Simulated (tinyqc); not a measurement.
Square-lattice Ising model by mean field, Bethe lattice, transfer matrix, exact enumeration and Monte Carlo steps. Strip, Bethe and mean field against temperature. Computed by tinyqc, a small Python program. Command: `OMP_NUM_THREADS=1 python tinyqc.py 3013933 3013934 out.jsonl ising sweep`. One thread of a shared host (Intel(R) Xeon(R) Processor @ 2.30GHz), about 0.2 s of CPU time with the checks.

H = -J sum over nearest pairs s_i s_j, s = +-1, no field, periodic boundaries; energies per site are in J. As a lattice gas or an alloy, s marks which species holds the site.

Inputs (values chosen for the exercise, for a model lattice): coupling J = 10.1 meV; strip width w = 3.

Constants: k_B = 8.617333262e-05 eV/K.

Method:
- K = J/(k_B T). Onsager: k_B T_c/J = 2/ln(1 + sqrt 2); mean field: 4; Bethe lattice with z = 4: 2/ln 2.
- K = J/(k_B T). Mean field: m = tanh(4 K m), u = -2 m^2. Bethe: cavity field h = 3 artanh(tanh K tanh h), m = tanh(4h/3), u = -2 (tanh K + tanh^2 h)/(1 + tanh K tanh^2 h). Exact: m = [1 - sinh(2K)^(-4)]^(1/8) below T_c; u = -coth(2K) [1 + (2/pi)(2 tanh^2(2K) - 1) K1(k)], k = 2 sinh(2K)/cosh^2(2K), K1 the complete elliptic integral of the first kind. The largest root is taken.
- Strip of w sites, periodic across (for w = 2 the pair is joined by two bonds): T(s, s') = exp(K [sum_i s_i s'_i + (r(s) + r(s'))/2]), r(s) = sum_i s_i s_(i+1).
- With the eigenvalues l1 > l2: -f/(k_B T) = ln(l1)/w per site; xi = 1/ln(l1/l2) rows.

One run for each value:
```
temperature T (K)  correlation length xi  -f/(k_B T)  m, Bethe  m, mean field  u, Bethe  u, exact
176                               18.963      1.3461   0.98680        0.98980   -1.9515   -1.9508
216                                7.661      1.1220   0.95527        0.97087   -1.8476   -1.8394
256                                4.089      0.9860   0.88189        0.93748   -1.6403   -1.5680
297                                2.606      0.9002   0.71189        0.88454   -1.2699   -1.0778
337                                1.903      0.8471   0.13873        0.80988   -0.6881   -0.8712
378                                1.500      0.8112   0.00000        0.70123   -0.6010   -0.7371
418                                1.256      0.7870   0.00000        0.54508   -0.5465   -0.6441
458                                1.091      0.7696   0.00000        0.26072   -0.5009   -0.5736
499                                0.971      0.7563   0.00000        0.00000   -0.4613   -0.5166
539                                0.884      0.7465   0.00000        0.00000   -0.4282   -0.4716
```

Over the rows, correlation length xi falls from 19.0 to 0.884 (exponent d ln y / d ln x -4.4 between the first rows and -1.2 between the last); -f/(k_B T) falls from 1.35 to 0.747 (exponent d ln y / d ln x -0.89 between the first rows and -0.17 between the last); m, Bethe falls from 0.987 to 0, flat over part of the range.

Extremes, crossings and ranges named in words are read from the listed rows.
